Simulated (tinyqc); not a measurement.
Pariser-Parr-Pople SCF with singles CI, for the molecule C1=CC2=CC=CC2=C1 (SMILES; centres numbered as the heavy atoms are written), step by step. One step of it, computed by the program tinyqc.

Task: PPP integrals. Ohno: gamma = 14.399645/sqrt(R^2 + a^2), a = 2 x 14.399645/(gamma_rr + gamma_ss); H_rr = -W_r - sum_(s != r) z_s gamma_rs; H_rs = beta for bonds.

Centres (angstrom, eV; a flat drawing with bonds scaled to 1.40 angstrom):

| centre | x | y | core charge z | W | gamma_rr |
|---|---|---|---|---|---|
| 1C | 2.154000 | 0.000000 | 1 | 11.160000 | 11.130000 |
| 2C | 1.331000 | 1.133000 | 1 | 11.160000 | 11.130000 |
| 3C | 0.000000 | 0.700000 | 1 | 11.160000 | 11.130000 |
| 4C | -1.331000 | 1.133000 | 1 | 11.160000 | 11.130000 |
| 5C | -2.154000 | 0.000000 | 1 | 11.160000 | 11.130000 |
| 6C | -1.331000 | -1.133000 | 1 | 11.160000 | 11.130000 |
| 7C | 0.000000 | -0.700000 | 1 | 11.160000 | 11.130000 |
| 8C | 1.331000 | -1.133000 | 1 | 11.160000 | 11.130000 |

Resonance integrals (eV):

| i | j | beta |
|---|---|---|
| 1 | 2 | -2.390000 |
| 2 | 3 | -2.390000 |
| 3 | 4 | -2.390000 |
| 4 | 5 | -2.390000 |
| 5 | 6 | -2.390000 |
| 6 | 7 | -2.390000 |
| 7 | 8 | -2.390000 |
| 8 | 1 | -2.390000 |
| 7 | 3 | -2.390000 |

Give: repulsion gamma_rs; core matrix H.

Result:

repulsion gamma_rs (eV), lower triangle:
```
        1C      2C      3C      4C      5C      6C      7C      8C
1C  11.130
2C   7.553  11.130
3C   5.521   7.555  11.130
4C   3.705   4.865   7.555  11.130
5C   3.201   3.705   5.521   7.553  11.130
6C   3.705   3.863   5.520   5.519   7.553  11.130
7C   5.521   5.520   7.554   5.520   5.521   7.555  11.130
8C   7.553   5.519   5.520   3.863   3.705   4.865   7.555  11.130
```

core matrix H (eV), lower triangle:
```
         1C       2C       3C       4C       5C       6C       7C       8C
1C  -47.919
2C   -2.390  -49.740
3C    0.000   -2.390  -55.904
4C    0.000    0.000   -2.390  -49.740
5C    0.000    0.000    0.000   -2.390  -47.919
6C    0.000    0.000    0.000    0.000   -2.390  -49.740
7C    0.000    0.000   -2.390    0.000    0.000   -2.390  -55.904
8C   -2.390    0.000    0.000    0.000    0.000    0.000   -2.390  -49.740
```
